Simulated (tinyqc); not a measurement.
Global model of a low-pressure process discharge: electron temperature, density, ion flux and ion energy: one step, computed by the program tinyqc.

Maxwellian electrons with temperature T_e in eV, one positive ion, no negative ions, uniform bulk density n; rate constants have the Arrhenius form.

Task: Geometry factors. n_g = p/(k_B T_g); lambda_i = 1/(n_g sigma); h_L = 0.86/sqrt(3 + L/(2 lambda_i)), h_R = 0.8/sqrt(4 + R/lambda_i); A_eff = 2 pi R^2 h_L + 2 pi R L h_R; d_eff = pi R^2 L/A_eff.

Inputs (values chosen for the exercise, of the order of those of an inductive discharge in a simple atomic gas):
```
quantity                     value  unit
ion-neutral cross section  6.5e-19   m^2
pressure p                     0.5    Pa
gas temperature T_g            500     K
radius R                        18    cm
height L                       6.8    cm
```

Constants: k_B = 1.380649e-23 J/K.

Give: gas density n_g; ion mean free path; h_L; h_R; A_eff; d_eff.

Result:

gas density n_g = 7.243e+19 1/m^3

ion mean free path = 2.124 cm

h_L = 0.4009

h_R = 0.2265

A_eff = 990.4 cm^2

d_eff = 6.988 cm
